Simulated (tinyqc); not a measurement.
Piezoresistors in the (001) plane of a cubic crystal: effect of the direction of the resistor.

Plane stress in crystal axes x = [100], y = [010]. First-order piezoresistance: d rho_xx/rho = p11 sxx + p12 syy, d rho_yy/rho = p12 sxx + p11 syy, d rho_xy/rho = p44 sxy; a resistor along d = (cos th, sin th) changes by dR/R = d.(d rho/rho).d. Changes of geometry and second-order terms are left out.

For uniaxial stress along or across the current: pL = p11 - (A/2) sin^2(2 th), pT = p12 + (A/2) sin^2(2 th), A = p11 - p12 - p44. dR/R is for the given stress.

Parameters, values chosen for the exercise; coefficients close to those of lightly doped n-type silicon: piezoresistive coefficient p11 = -105 x 1e-11/Pa; piezoresistive coefficient p12 = 52.9 x 1e-11/Pa; piezoresistive coefficient p44 = -12.8 x 1e-11/Pa; stress sxx Sx = 137 MPa; stress syy Sy = -149 MPa; shear stress sxy St = 75 MPa.

Result of one run:

| th (deg) | pL (1e-11/Pa) | pT (1e-11/Pa) | pL - pT (1e-11/Pa) | dR/R (%) |
|---|---|---|---|---|
| 75 | -86.86 | 34.76 | -121.6 | 19.39 |

What becomes of these results when the angle of the current from [100] th is changed from 75 to 20 deg, all else the same?

Result of the changed run:

| th (deg) | pL (1e-11/Pa) | pT (1e-11/Pa) | pL - pT (1e-11/Pa) | dR/R (%) |
|---|---|---|---|---|
| 20 | -75.02 | 22.92 | -97.95 | -17.60 |

The whole series:

| th (deg) | pL (1e-11/Pa) | pT (1e-11/Pa) | pL - pT (1e-11/Pa) | dR/R (%) |
|---|---|---|---|---|
| 0 | -105.0 | 52.90 | -157.9 | -22.27 |
| 10 | -96.51 | 44.41 | -140.9 | -21.23 |
| 20 | -75.02 | 22.92 | -97.95 | -17.60 |
| 30 | -50.59 | -1.512 | -49.08 | -11.81 |
| 45 | -32.45 | -19.65 | -12.80 | -0.6474 |
| 60 | -50.59 | -1.512 | -49.08 | 10.77 |
| 75 | -86.86 | 34.76 | -121.6 | 19.39 |
| 90 | -105.0 | 52.90 | -157.9 | 22.89 |

The sum pL + pT = p11 + p12 = -52.1 holds in every row. |pL - pT|, which sets the output of a bridge under uniaxial stress, is largest at 0 and 90 degrees (158) and is 12.8 at 45 degrees. The change dR/R rises from -22.3 to 22.9 %.

Numbers from tinyqc (`OMP_NUM_THREADS=1 python tinyqc.py 2530004 2530005 out.jsonl`; about 0.01 s on one thread of a shared Intel Xeon 2.30GHz).
